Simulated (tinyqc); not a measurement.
Raising U: Hubbard ring of 6 sites, mean field against exact. Computed by the program tinyqc. Collinear unrestricted mean field (the lowest of 40 random starts) against exact diagonalisation.

one-body matrix (hopping and site energies) (eV):
```
,1,2,3,4,5,6
1,0.0000,-1.7600,0.0000,0.0000,0.0000,-1.7600
2,-1.7600,0.0000,-1.7600,0.0000,0.0000,0.0000
3,0.0000,-1.7600,0.0000,-1.7600,0.0000,0.0000
4,0.0000,0.0000,-1.7600,0.0000,-1.7600,0.0000
5,0.0000,0.0000,0.0000,-1.7600,0.0000,-1.7600
6,-1.7600,0.0000,0.0000,0.0000,-1.7600,0.0000
```

electrons, up and down: 3  3

Exact and mean-field results (eV):
```
U,U/t,E exact,E mean field,mean |n_up - n_down|,"double occupancy, exact",first gap in the sector
0.8800,0.5000,-12.804358,-12.760000,0.0000,0.2332,3.2212
1.7600,1.0000,-11.618039,-11.440000,0.0000,0.2161,2.9150
3.5200,2.0000,-9.520644,-8.800000,0.0000,0.1808,2.3110
5.2800,3.0000,-7.802702,-6.426256,0.5539,0.1446,1.7752
7.0400,4.0000,-6.456923,-4.991927,0.7578,0.1111,1.3558
10.5600,6.0000,-4.661391,-3.427785,0.8914,0.0637,0.8538
14.0800,8.0000,-3.604710,-2.600062,0.9384,0.0391,0.6135
35.2000,20.0000,-1.500413,-1.053373,0.9900,0.0070,0.2393
```

Estimate the missing row, U = 21.12.

Computed row:
```
U            U/t    E exact  E mean field  mean |n_up - n_down|  double occupancy, exact  first gap in the sector
21.1200  12.0000  -2.463749     -1.747949                0.9724                   0.0186                   0.3991
```

In absolute terms mean field is worst at U/t = 4.0, 1.465 eV too high: at small U it is nearly exact, and at large U it misses only exchange-scale energies. Its local moments set in at U/t = 3.0 of those listed, a broken symmetry that the exact state of a finite cluster with equal spins does not have. Relative to the exact energy its error is 0.3 % at the smallest U, 30 % at most and 30 % at the largest. The double occupancy falls from 0.233 to 0.007; at the largest U the first gap is 0.68 times the exchange scale 4t^2/U.
